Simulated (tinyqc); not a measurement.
Extended Hueckel theory, for H4, step by step. One step of it, computed by the program tinyqc.

Question. Orbitals. Solve H C = S C e through S^(-1/2); fill by pairs from the bottom, a degenerate level sharing its electrons equally; each orbital has its largest coefficient positive (the first on a tie).

H (eV), order 1H 1s, 2H 1s, 3H 1s, 4H 1s:
```
[[-13.600000, -9.660242, -2.626992, -0.446318],
 [-9.660242, -13.600000, -11.175480, -2.626992],
 [-2.626992, -11.175480, -13.600000, -9.660242],
 [-0.446318, -2.626992, -9.660242, -13.600000]]
```

overlap S, order 1H 1s, 2H 1s, 3H 1s, 4H 1s:
```
[[1.000000, 0.473541, 0.128774, 0.021878],
 [0.473541, 1.000000, 0.547818, 0.128774],
 [0.128774, 0.547818, 1.000000, 0.473541],
 [0.021878, 0.128774, 0.473541, 1.000000]]
```

valence electrons = 4

Give: orbital energies; occupations; coefficients; sum of one-electron energies.

Answer.

orbital energies (eV): [-16.899, -14.481, -9.566, 3.753]

occupations: [2.000, 2.000, 0.000, 0.000]

coefficients, order 1H 1s, 2H 1s, 3H 1s, 4H 1s:
```
[[0.278, 0.591, 0.747, -0.591],
 [0.425, 0.293, -0.489, 1.194],
 [0.425, -0.293, -0.489, -1.194],
 [0.278, -0.591, 0.747, 0.591]]
```

sum of one-electron energies = -62.758 eV
